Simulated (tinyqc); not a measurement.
Inside a calculation: model-solid line-up of a strained alloy layer on a substrate. Values are carried at full precision from step to step, so a last printed digit may differ when a step is redone from the rounded ones.

All values of the alloy are linear in x but the gap, Eg(x) = (1 - x) Eg_A + x Eg_B - C x (1 - x), and the valence edge, Ev(x) = (1 - x) Ev_A + x Ev_B + fv C x (1 - x); Ec = Ev + Eg. Ev is the top of the unstrained valence band on a scale common to all materials. In the layer only the Gamma valley of the conduction band is followed, also where an X or L valley would lie lower.

Inputs chosen for the exercise (A near GaSb, B near GaAs, substrate near InAs; the results hold for these values, not for the real material): a = (6.105, 5.645) angstrom (lattice constant of A, B); Eg = (0.821, 1.502) eV (gap at Gamma to the s-like level of A, B); Dso = (0.764, 0.344) eV (spin-orbit splitting of A, B); Ev = (-0.03, -0.79) eV (top of the unstrained valence band of A, B); ac = (-7.43, -7.08) eV (conduction deformation potential of A, B); av = (0.79, 1.15) eV (valence hydrostatic potential of A, B); b = (-2, -2) eV (tetragonal shear potential of A, B); d = (-4.77, -4.83) eV (trigonal shear potential of A, B); C11 = (89.6, 123.8) GPa (of A, B); C12 = (40.1, 56) GPa (of A, B); C44 = (43.2, 59.3) GPa (of A, B); C = 1.261 eV (bowing of the gap); fv = 0.75 (share of the bowing taken by the valence edge); x = 0.12 (fraction of B); a_s = 6.058 angstrom (substrate); face = 110 (growth face); Eg_s = 0.423 eV (lowest gap of the substrate); Ev_s = -0.59 eV (substrate valence edge); e14 = -0.126 C/m^2 (piezoelectric constant of the layer); eps = 13.7 (dielectric constant); Lw = 13 nm (thickness of the layer).

## Values of the alloy

Interpolate.

Alloy at x (a in angstrom, C11, C12, C44 in GPa, all else in eV):
```
symbol    value
a        6.0498
Eg       0.7696
Dso      0.7136
Ev      -0.0213
ac      -7.3880
av       0.8332
b       -2.0000
d       -4.7772
C11     93.7040
C12     42.0080
C44     45.1320
```

## Strain on the (110) substrate

Coherent growth on a (110) face: e_par = (a_s - a)/a, e_perp = -(C11 + 3 C12 - 2 C44)/(C11 + C12 + 2 C44) e_par; exx = eyy = (e_par + e_perp)/2, ezz = e_par, exy = (e_perp - e_par)/2, eyz = ezx = 0.

Use the values of the alloy.

e_par = 0.001355
e_perp = -0.000777

strain tensor in the cubic axes:
```
           x          y         z
x   0.000289  -0.001066  0.000000
y  -0.001066   0.000289  0.000000
z   0.000000   0.000000  0.001355
```

The layer is under tension in the plane; its volume changes by +0.193 %.

## Strained band edges

Strained edges: Ec + ac tr(e); the valence edges are Ev plus the levels of the 6 x 6 matrix of X, Y, Z times spin with -Dso/3 + l exx + m (eyy + ezz) on the diagonal (cyclic), n exy off it, l = av + 2 b, m = av - b, n = sqrt(3) d. Spin-orbit term (Dso/3) L.sigma on X, Y, Z with (L_k)_ij = -i epsilon_kij: <X+|H|Y+> = -i Dso/3, <X+|H|Z-> = Dso/3, <Y+|H|Z-> = -i Dso/3, <Z+|H|X-> = -Dso/3, <Z+|H|Y-> = i Dso/3, <X-|H|Y-> = i Dso/3, and their conjugates; + and - are the spin along z.

Give the hydrostatic shifts, the strain block and the edges.

ac tr(e), av tr(e) (eV): -0.0143  0.0016

strain block (eV):
```
        X       Y        Z
X  0.0037  0.0088        0
Y  0.0088  0.0037        0
Z       0       0  -0.0027
```

Ec and the three valence edges from the top (eV): 0.7339  -0.0141  -0.0252  -0.7334

strained gap = 0.7481 eV

Strain moves the gap by -22 meV: -16 meV from the volume and -6 meV from the splitting of the valence edge, which always raises the top.

## Offsets against the substrate material

dEc = Ec(substrate) - Ec(layer), dEv = Ev(layer) - Ev(substrate); positive values confine the carrier in the layer. Type I: both of one sign; type II: opposite signs; type III: the gaps do not overlap.

Give also the smallest gap across the interface, min Ec - max Ev.

dEc = -0.9009 eV
dEv = 0.5759 eV

type: III

smallest gap = -0.1529 eV

The conduction edge of one side lies below the valence edge of the other, so electrons transfer across the interface.

## Piezoelectric polarisation

P_x = 2 e14 eyz and cyclic. The field along the normal n of the (110) face is -P.n/(eps eps0) in a layer between thick unstrained barriers, eps0 = 8.8541878e-12 F/m; 1 kV/cm = 1e5 V/m.

P (C/m^2): 0.000000  0.000000  0.000269

P.n = 0.000000 C/m^2
field along n = 0.0 kV/cm
potential drop across the layer = 0.0 mV

P lies along [001], in the plane of the layer, so a wide layer carries no field along its normal.

tinyqc: `OMP_NUM_THREADS=1 python tinyqc.py 1050579 1050580 out.jsonl`; about 0.02 s, one thread, shared Intel(R) Xeon(R) Processor @ 2.30GHz.
